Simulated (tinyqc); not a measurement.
# Stacked nanosheet transistor, parasitic resistance, capacitance and delay: effects of single changes

Ns sheets share one contact on top; each has perimeter p = 2 (Ws + ts) and cross-section A = Ws ts; contact width Wc = Ws + 10 nm, stack height Hs = Ns pv. Sheet 1 is the top one. Contact length Lc = CPP - Lg - 2 Lsp, shared by two neighbouring gates. Source and drain sides are equal. The formulas are first-order estimates, not field solutions.

Parameters, values chosen for the exercise; values close to those of silicon logic devices:
```
symbol    value        unit                                   meaning
T           300           K                               temperature
Ns            3                                      number of sheets
Ws           15          nm                               sheet width
ts            5          nm                           sheet thickness
pv           16          nm              vertical pitch of the sheets
rv          239         ohm  vertical resistance between sheet levels
CPP          54          nm                      contacted gate pitch
Lg           14          nm                               gate length
Lsp           7          nm                             spacer length
ks          5.5                   relative permittivity of the spacer
Hc           20          nm       gate height above the channel stack
rc      7.3e-10    ohm cm^2                       contact resistivity
re      0.00079      ohm cm   resistivity of the source-drain epitaxy
te           20          nm     current-carrying depth of the epitaxy
rx      0.00085      ohm cm              resistivity of the extension
Lov         0.5          nm                              gate overlap
Cinv        2.6     uF/cm^2                     inversion capacitance
vx        1.4e7        cm/s                        injection velocity
mu          260  cm^2/(V s)                         apparent mobility
VT         0.19           V           threshold at zero drain voltage
dl        0.069         V/V                          barrier lowering
n          1.28                                   subthreshold factor
Cw         0.06          fF                                 wire load
Vdd        0.65           V                            supply voltage
```

Constants: q = 1.602176634e-19 C, kB = 1.380649e-23 J/K, eps0 = 8.8541878128e-12 F/m, Vt = kB T/q. Results are converted to the units shown.

Each table varies one quantity; the others keep the values above.

## Effect of the vertical resistance between sheet levels

Epitaxy sheet resistance Rsh = re/te, transfer length LT = sqrt(rc/Rsh), contact Rc = [sqrt(rc Rsh)/Wc] coth(Lc/(2 LT)); extension of one sheet Rx = rx Lsp/A. With N sheets: gate Cg = Cinv p N Lg; per side, plate Cp = ks eps0 [Wc (Hs + Hc) - N A]/Lsp, top fringe Cf = (2/pi) ks eps0 Wc ln(1 + Lg/(2 Lsp)), overlap Co = Cinv p N Lov. One sheet: I = p Q vx u/(1 + |u|^1.8)^(1/1.8), Q = Cinv n Vt ln(1 + exp((Vg' - VT + dl Vd')/(n Vt))), u = Vd' mu/(vx Lg), Vg' = Vgs - v, Vd' = Vds - 2 v, with the drop on each side v_j = Rc sum I + rv (sum over levels k = 2..j of the current of sheets k..Ns) + Rx I_j. Ieff = [I(Vgs = Vdd, Vds = Vdd/2) + I(Vdd/2, Vdd)]/2, total currents. With Cs = Cp + Cf + Co, the load of an inverter of two such devices driving an equal one is CL = 2 (Cg + 2 Cs) + 4 Cs + Cw (own drains counted twice for the Miller effect); delay CL Vdd/(2 Ieff).

The same in every row: Rc (ohm) = 289.2; Rx/N (ohm) = 264.4; CL (aF) = 246.2.

Result of one run:

| rv (ohm) | Ieff (uA) | delay (ps) |
|---|---|---|
| 100 | 102.2 | 0.7827 |

What becomes of these results when the vertical resistance between sheet levels rv is changed from 100 to 0 ohm, all else the same?

Result of the changed run:

| rv (ohm) | Ieff (uA) | delay (ps) |
|---|---|---|
| 0 | 105.2 | 0.7608 |

The whole series:

| rv (ohm) | Ieff (uA) | delay (ps) |
|---|---|---|
| 0 | 105.2 | 0.7608 |
| 50 | 103.7 | 0.7717 |
| 100 | 102.2 | 0.7827 |
| 200 | 99.44 | 0.8048 |
| 400 | 94.20 | 0.8495 |
| 800 | 85.52 | 0.9357 |

As rv goes from 0 to 800 ohm, Ieff falls from 105 to 85.5 uA, CL stays at 246 aF and the delay rises from 0.761 to 0.936 ps.

## Effect of the wire load

Same model as above.

The same in every row: Rc (ohm) = 289.2; Rx/N (ohm) = 264.4; Ieff (uA) = 98.37.

Effect of the wire load:

| Cw (fF) | CL (aF) | delay (ps) |
|---|---|---|
| 0.02 | 206.2 | 0.6813 |
| 0.043 | 229.2 | 0.7573 |
| 0.093 | 279.2 | 0.9225 |
| 0.2 | 386.2 | 1.276 |
| 0.43 | 616.2 | 2.036 |
| 0.93 | 1116 | 3.688 |
| 2 | 2186 | 7.223 |

As Cw goes from 0.02 to 2 fF, Ieff stays at 98.4 uA, CL rises from 206 to 2190 aF and the delay rises from 0.681 to 7.22 ps.

## Effect of the supply voltage

Same model as above.

The same in every row: Rc (ohm) = 289.2; Rx/N (ohm) = 264.4; CL (aF) = 246.2.

Effect of the supply voltage:

| Vdd (V) | Ieff (uA) | delay (ps) |
|---|---|---|
| 0.45 | 50.23 | 1.103 |
| 0.55 | 73.89 | 0.9164 |
| 0.65 | 98.37 | 0.8135 |
| 0.75 | 123.2 | 0.7494 |
| 0.85 | 148.2 | 0.7060 |
| 0.95 | 173.4 | 0.6747 |

As Vdd goes from 0.45 to 0.95 V, Ieff rises from 50.2 to 173 uA, CL stays at 246 aF and the delay falls from 1.10 to 0.675 ps.

Computed by the program tinyqc: `OMP_NUM_THREADS=1 python tinyqc.py 2170060 2170061 out.jsonl`, one thread of a shared Intel Xeon 2.30GHz, about 0.07 s for the whole run.
